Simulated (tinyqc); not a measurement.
The whole curve: space-charge-limited current through a thin insulating or semi-insulating film with traps. Computed by tinyqc, a small Python program. Command: `OMP_NUM_THREADS=1 python tinyqc.py 3002308 3002309 out.jsonl sclc walk`. One thread of a shared host (Intel(R) Xeon(R) Processor @ 2.30GHz), about 0.01 s of CPU time with the checks.

One ohmic injecting contact at x = 0 (field zero), drift only, non-degenerate free carriers.

Inputs (values chosen for the exercise, modelled on Si3N4): permittivity eps = 7.5; band mobility mu = 0.098 cm^2/(V s); effective density of states N_c = 1e+20 1/cm^3; trap density N_t = 7.4e+17 1/cm^3; equilibrium Fermi level below the band edge, E_0 = 0.82 eV; thickness d = 37 nm; free density at the anode, in units of N_c = 1.3e-08; temperature T = 300 K; trap level E_t below the band edge = 0.47 eV.

Traps: single level.

Constants: k_B = 8.617333262e-05 eV/K; e = 1.602176634e-19 C; eps_0 = 8.8541878128e-12 F/m.

Method:
- Free density n_0 = N_c exp(-E_0/k_B T) in equilibrium; trapped density n_t(n) = N_t/(1 + n_1/n), n_1 = N_c exp(-E_t/k_B T).
- theta = n/(n + n_t) at the anode density; trap-filled-limit voltage V_TFL = e (N_t - n_t(n_0)) d^2/(2 eps eps_0).
- J = e mu n F and (eps eps_0/e) dF/dx = n - n_0 + n_t(n) - n_t(n_0) = rho(n). With F = J/(e mu n): d = (eps eps_0 J/(e^2 mu)) I_1 and V = (eps eps_0 J^2/(e^3 mu^2)) I_2, I_k = int_(n_L)^infinity dn/(n^(k+1) rho(n)), n_L the density at the anode; with u = n_L/n, 200 Gauss-Legendre points in t, u = 1 - (1 - t)^2.
- The last column is d ln J/d ln V up to the next row.

V_TFL = 1.22210 V

Current against voltage:
```
n_L (1/cm^3)       V (V)  J (A/cm^2)   slope
1.80e+06      1.3832e-06  1.3084e-14   1.742
2.50e+07      6.1541e-05  9.7370e-12   1.989
3.70e+08      9.4507e-04  2.2253e-09   2.004
5.30e+09      1.3441e-02  4.5437e-07   2.061
7.70e+10      1.7127e-01  8.6274e-05   2.727
1.10e+12      8.6904e-01  7.2304e-03   9.824
1.60e+13      1.1908e+00  1.5965e-01  94.972
2.30e+14      1.2252e+00  2.3850e+00  71.724
3.30e+15      1.2720e+00  3.5069e+01  11.492
4.80e+16      1.6305e+00  6.0826e+02   3.346
6.90e+17      4.7864e+00  2.2330e+04   2.158
1.00e+19      4.5925e+01  2.9408e+06       -
```

The slope starts at 1.74, peaks at 95.0 between 1.19 and 1.23 V and ends at 2.16. Rows below 0.26 V (10 k_B T/e) are formal, since diffusion from the contact rules there. Self-heating is left out, although J V exceeds 1e5 W/cm^2 at the last row. Rows above 11.1 V are formal, since the mean field exceeds 3 MV/cm and breakdown sets in. The steep part is the filling of the level near V_TFL = 1.22 V, from which N_t can be read; below it a slope near 2, where the rows show one, belongs to the square law scaled by theta.

Extremes, crossings and ranges named in words are read from the listed rows.
